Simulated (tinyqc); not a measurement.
What each parameter does: pair of shallow donors (hydrogen-like orbitals).

Each donor has the orbital exp(-r/a); energy unit Ha* = q/(eps a), q = e^2/(4 pi eps0), so that a lone donor is bound by Ha*/2; x = R/a. One electron: S = (1 + x + x^2/3) exp(-x), j = 1/x - (1 + 1/x) exp(-2x), k = (1 + x) exp(-x); levels E(+/-) = -1/2 - (j +/- k)/(1 +/- S) in Ha*, without the repulsion of the ions, split by D = |E(-) - E(+)|. In six valleys the overlaps S and k are multiplied by v = [cos(K Rx) + cos(K Ry) + cos(K Rz)]/3, K = k0 (2 pi/a_lat), for isotropic envelopes and the symmetric valley state.

Two electrons, Heitler-London: with S' = (1 - x + x^2/3) exp(x), C = 1/x - exp(-2x)(1/x + 11/8 + 3x/4 + x^2/6), X = (1/5){exp(-2x)(25/8 - 23x/4 - 3x^2 - x^3/3) + (6/x)[S^2 (0.5772157 + ln x) + S'^2 Ei(-4x) - 2 S S' Ei(-2x)]}, Q = C - 2j + 1/x and A = X - 2 S k + S^2/x, the singlet and triplet lie at (Q +/- w A)/(1 +/- w S^2) from two lone donors, with the valley weight w = v^2; the exchange is J = triplet - singlet.

Constants: e^2/(4 pi eps0) = 14.39964547 eV angstrom.

Parameters, chosen for this exercise (near those of two donors in Si; shifted at random, so the results belong to these values and not to a real crystal): a = 17.4 angstrom (orbital radius); eps = 11.2 (dielectric constant); n = (18, 3, 0) a_lat (separation vector); a_lat = 5.431 angstrom (lattice constant); k0 = 0.856 2 pi/a_lat (valley position).

x, D = |E(-) - E(+)| and J.

One parameter was then changed.

Results before and after:
```
case         x  D (meV)  J (micro-eV)
base     5.696   0.4483          6.77
changed  5.696   0.5734          11.1
```

Which of these changes was made? (a) a = 19.1 angstrom; (b) n = (19, 3, 0) a_lat; (c) eps = 12.3; (d) k0 = 0.836 2 pi/a_lat.

Answer: (d) k0 = 0.836 2 pi/a_lat. Of the candidates, run in turn, only this one gives the changed row.

All candidates:
```
case                       x    D (meV)  J (micro-eV)
base                   5.696     0.4483          6.77
a = 19.1 angstrom      5.189     0.6117          13.8
eps = 12.3             5.696     0.4082          6.17
k0 = 0.836 2 pi/a_lat  5.696     0.5734          11.1
n = (19, 3, 0) a_lat   6.004  0.0009532      3.07e-05
```

Program tinyqc; command `OMP_NUM_THREADS=1 python tinyqc.py 1280705 1280706 out.jsonl`; about 0.01 s on one thread of a shared Intel(R) Xeon(R) Processor @ 2.30GHz.
